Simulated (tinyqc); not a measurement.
From a target to a composition: model-solid line-up of a strained alloy layer on a substrate.

Problem. A layer of the alloy is strained to the substrate, and its gap (Ec minus the top valence edge) is given. Find x between 0.02 and 0.23, where the gap is monotonic.

All values of the alloy are linear in x but the gap, Eg(x) = (1 - x) Eg_A + x Eg_B - C x (1 - x), and the valence edge, Ev(x) = (1 - x) Ev_A + x Ev_B + fv C x (1 - x); Ec = Ev + Eg. Ev is the top of the unstrained valence band on a scale common to all materials. In the layer only the Gamma valley of the conduction band is followed, also where an X or L valley would lie lower.

Coherent growth on a (001) face: e_par = (a_s - a)/a, e_perp = -2 (C12/C11) e_par; exx = eyy = e_par, ezz = e_perp, no shear.

Strained edges: Ec + ac tr(e); the valence edges are Ev plus the levels of the 6 x 6 matrix of X, Y, Z times spin with -Dso/3 + l exx + m (eyy + ezz) on the diagonal (cyclic), n exy off it, l = av + 2 b, m = av - b, n = sqrt(3) d. Spin-orbit term (Dso/3) L.sigma on X, Y, Z with (L_k)_ij = -i epsilon_kij: <X+|H|Y+> = -i Dso/3, <X+|H|Z-> = Dso/3, <Y+|H|Z-> = -i Dso/3, <Z+|H|X-> = -Dso/3, <Z+|H|Y-> = i Dso/3, <X-|H|Y-> = i Dso/3, and their conjugates; + and - are the spin along z.

Inputs chosen for the exercise (A near GaAs, B near AlAs, substrate near Ge; not measured data):
- a = (5.654, 5.668) angstrom (lattice constant of A, B)
- Eg = (1.5, 3.068) eV (gap at Gamma to the s-like level of A, B)
- Dso = (0.336, 0.28) eV (spin-orbit splitting of A, B)
- Ev = (-0.8, -1.35) eV (top of the unstrained valence band of A, B)
- ac = (-7.1, -5.64) eV (conduction deformation potential of A, B)
- av = (1.14, 2.46) eV (valence hydrostatic potential of A, B)
- b = (-2.01, -2.29) eV (tetragonal shear potential of A, B)
- d = (-4.83, -3.43) eV (trigonal shear potential of A, B)
- C11 = (120.5, 123.4) GPa (of A, B)
- C12 = (56.9, 53.3) GPa (of A, B)
- C44 = (60, 54.5) GPa (of A, B)
- C = 0.345 eV (bowing of the gap)
- fv = 0 (share of the bowing taken by the valence edge)
- a_s = 5.663 angstrom (substrate)
- face = 001 (growth face)

strained gap = 1.730383 eV

Find: x; e_par; gap of the relaxed alloy.

Solution. Bisect on x; the strained gap is 1.5049 eV at x = 0.02 and 1.7863 eV at x = 0.23.

x = 0.190
e_par = 0.112 %
gap of the relaxed alloy = 1.745 eV

Program tinyqc; command `OMP_NUM_THREADS=1 python tinyqc.py 1050185 1050186 out.jsonl`; about 0.02 s on one thread of a shared Intel(R) Xeon(R) Processor @ 2.30GHz.
